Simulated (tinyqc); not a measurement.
Velocity against current: domain walls in a thin film with perpendicular anisotropy: Bloch, Neel and chiral walls, motion and stripe domains. Computed by tinyqc, a small Python program. Command: `OMP_NUM_THREADS=1 python tinyqc.py 3011784 3011785 out.jsonl mwall walk`. One thread of a shared host (Intel(R) Xeon(R) Processor @ 2.30GHz), about 0.01 s of CPU time with the checks.

One-dimensional wall: polar angle theta(x), azimuth phi of the moment in the wall (phi = 0 Neel, 90 degrees Bloch). mu_0 = 1.25663706212e-6 T m/A, gamma = 1.76085963023e11 rad/(s T).

Inputs (values chosen for the exercise, for a model film):

| quantity | value | unit |
|---|---|---|
| saturation magnetisation M_s | 933 | kA/m |
| exchange stiffness A | 15 | pJ/m |
| uniaxial anisotropy K_u | 635 | kJ/m^3 |
| DMI constant D | 0.13 | mJ/m^2 |
| thickness t | 1.1 | nm |
| damping alpha | 0.058 | - |
| current density J | 2 | 1e12 A/m^2 |
| spin Hall angle theta_SH | 0.22 | - |

Drive: spin-orbit torque.

Constants: hbar = 1.054571817e-34 J s; e = 1.602176634e-19 C.

Method:
- K_eff = K_u - mu_0 M_s^2/2; Delta = sqrt(A/K_eff); sigma_0 = 4 sqrt(A K_eff); profile theta = 2 arctan exp(x/Delta); quality factor Q = 2 K_u/(mu_0 M_s^2).
- sigma(phi) = sigma_0 + 2 Delta K_D cos^2(phi) - pi D cos(phi), with the wall shape anisotropy K_D = N_x mu_0 M_s^2/2, N_x = t ln 2/(pi Delta). The minimum has cos(phi) = D/D_N for D < D_N = 4 Delta K_D/pi and phi = 0 beyond; sigma turns negative at D_c = (sigma_0 + 2 Delta K_D)/pi.
- Spin-orbit drive: B_SL = hbar theta_SH J/(2 e M_s t) acts as the field (pi/2) B_SL cos(phi). Steady state: v = (gamma Delta/alpha)(pi/2) B_SL cos(phi) = gamma Delta [B_D sin(phi) - (B_K/2) sin(2 phi)], B_K = 2 K_D/M_s, B_D = pi D/(2 M_s Delta); the root with phi between its rest value and 90 degrees; v saturates at v_D = gamma Delta B_D.

K_D = 10.1705 kJ/m^3

width parameter Delta = 13.0517 nm

azimuth phi = 39.7207 degrees

saturation velocity v_D = 38.5395 m/s

Steady motion:

| J (1e12 A/m^2) | B_SL (mT) | phi (degrees) | v (m/s) | v at fixed rest phi (m/s) |
|---|---|---|---|---|
| 0.02 | 1.41 | 74.182 | 23.939 | 68 |
| 0.05 | 3.53 | 81.851 | 31.120 | 169 |
| 0.10 | 7.05 | 85.494 | 34.496 | 338 |
| 0.20 | 14.11 | 87.623 | 36.430 | 675 |
| 0.50 | 35.27 | 89.017 | 37.674 | 1689 |
| 1.00 | 70.55 | 89.503 | 38.103 | 3377 |
| 2.00 | 141.10 | 89.750 | 38.321 | 6755 |
| 5.00 | 352.74 | 89.900 | 38.452 | 16887 |

The linear law holds to 5 % in 0 of the eight rows; in the last row v is 99.8 % of v_D = pi gamma D/(2 M_s), which depends on neither alpha nor theta_SH. Caution: pinning, heating and tilting of the wall are left out.

Extremes, crossings and ranges named in words are read from the listed rows.
